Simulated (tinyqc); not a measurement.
Schottky barrier with interface states (Cowley-Sze model), image lowering and contact resistance: one step, computed by the program tinyqc.

An n-type semiconductor under a metal. The barrier lies between the Schottky-Mott limit phi_M - chi and the Bardeen limit E_g - E_n, E_n being the neutrality level of the interface states; the space-charge term of the full Cowley-Sze expression is left out.

Question. Depletion layer and image lowering under reverse bias. N_c = 2 M_c (2 pi m_e k_B T/h^2)^(3/2); xi = E_c - E_F solves N = N_c F_1/2(-xi/k_B T) (bisection; full ionisation). F_1/2(eta) = (2/sqrt(pi)) int_0^infinity sqrt(x)/(1 + exp(x - eta)) dx, by the trapezoid rule in t = sqrt(x) with step 0.02 up to t = 12 (for eta < -12 by exp(eta) - exp(2 eta)/2^(3/2)). V_bi = phi_B - xi; W = sqrt(2 eps_s eps_0 (V_bi + V_r - k_B T/e)/(e N)); field at the metal E_m = e N W/(eps_s eps_0); image lowering sqrt(e E_m/(4 pi eps_s eps_0)).

Inputs (values chosen for the exercise, with gap, mass and screening modelled on GaN):

| quantity | value | unit |
|---|---|---|
| dielectric constant eps_s | 9.59 | - |
| electron mass m_e | 0.201 | m_0 |
| valleys M_c | 1 | - |
| donor density N | 1.3e+16 | cm^-3 |
| temperature T | 300 | K |
| reverse bias V_r | 4.3 | V |

Pinning factor from: Moench relation.

barrier phi_B = 1.693275 eV

Constants: k_B = 8.617333262e-05 eV/K; m_0 = 9.1093837015e-31 kg; k_B = 1.380649e-23 J/K; h = 6.62607015e-34 J s; eps_0 = 8.8541878128e-12 F/m; e = 1.602176634e-19 C.

Give: N_c; xi; built-in voltage V_bi; depletion width W; field E_m; image lowering.

Answer.

N_c = 2.2613e+18 cm^-3

xi = 0.13331 eV

built-in voltage V_bi = 1.5600 V

depletion width W = 689.70 nm

field E_m = 1.6918e+05 V/cm

image lowering = 0.050401 eV
